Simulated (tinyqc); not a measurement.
Sharpness of the interface: valley splitting of a silicon quantum well in envelope theory.

The well lies at 0 < z < L; U(z) = V0 [1/(1 + exp(z/w)) + 1/(1 + exp((L - z)/w))] - e F z, 1 mV/nm = 1e-4 eV/angstrom. The envelope psi solves -(c/ml) psi'' + U psi = E psi, c = hbar^2/2m0, by three-point differences on a grid of 0.1 angstrom from -40 to L + 40 angstrom. The two valleys at +/- k0 couple through D = C0 times the integral of exp(-i q z) U(z) psi^2, q = 2 k0 (2 pi/a), and split by Ev = 2|D|.

Random alloy: with Y(z) = Yw + (Yb - Yw) B(z), B the bracket in U, and in-plane density exp(-r^2/ad^2)/(pi ad^2), D gains a random complex part of variance sigma^2 = (C0^2/pi)(a^2 V0/(8 ad (Yb - Yw)))^2 (4/a) times the integral of psi^4 Y (1 - Y). Alone it gives a mean splitting sqrt(pi) sigma; together with the smooth part the rms splitting is 2 sqrt(|D|^2 + sigma^2).

Constants: hbar^2/2m0 = 3.80998211 eV angstrom^2.

Values chosen for the exercise (near those of a strained Si well in SiGe; the results hold for these values, not for the real material):
```
symbol  value                              unit      meaning
L       34                                 angstrom  well width
V0      0.2                                eV        conduction offset
ml      0.928                              m0        mass along z
F       11.1                               mV/nm     field pressing towards the upper interface
k0      0.831                              2 pi/a    valley position
a       5.431                              angstrom  lattice constant
C0      0.265                                        Bloch overlap factor
Yb      0.29                                         Ge share of the barrier
Yw      0.02                                         Ge share of the well
ad      140                                angstrom  dot radius
ws      (0.2, 0.5, 1, 1.2, 2.2, 3.3, 4.5)  angstrom  interface widths
```

The smooth part 2|D| and the disorder part against w, beside y/sinh(y) with y = pi q w. The 12 to 88 % width of the step is 4w.

Results:
```
w (angstrom)  4w (angstrom)  2|D| (micro-eV)  y/sinh(y)  sqrt(pi) sigma (micro-eV)
0.2                     0.8           413.87       0.79                      117.6
0.5                     2.0           131.14       0.30                      118.2
1.0                     4.0             9.58      0.029                      120.2
1.2                     4.8             3.85      0.010                      121.4
2.2                     8.8             0.04    4.5e-05                      130.6
3.3                    13.2             0.00    8.8e-08                      148.1
4.5                    18.0             0.00    8.5e-11                      172.7
```

The smooth part needs a Fourier component of U psi^2 at a wavelength of 3.27 angstrom; from the first row to the third it falls by a factor 43.2, while y/sinh(y) falls by 27.6 (the envelope near the step and the phase between the two interfaces change too). The disorder part goes from 117.6 to 172.7 micro-eV, growing as the electron overlaps more alloy. It takes over between w = 0.5 and 1 angstrom, that is a step 2.0 to 4.0 angstrom wide, with 1.36 angstrom to an atomic layer.

Computed by tinyqc, a small Python program: `OMP_NUM_THREADS=1 python tinyqc.py 1281663 1281664 out.jsonl` (the numbers bound the seed that draws the inputs); one thread of a shared host (Intel(R) Xeon(R) Processor @ 2.30GHz), about 0.08 s for the whole set of steps.
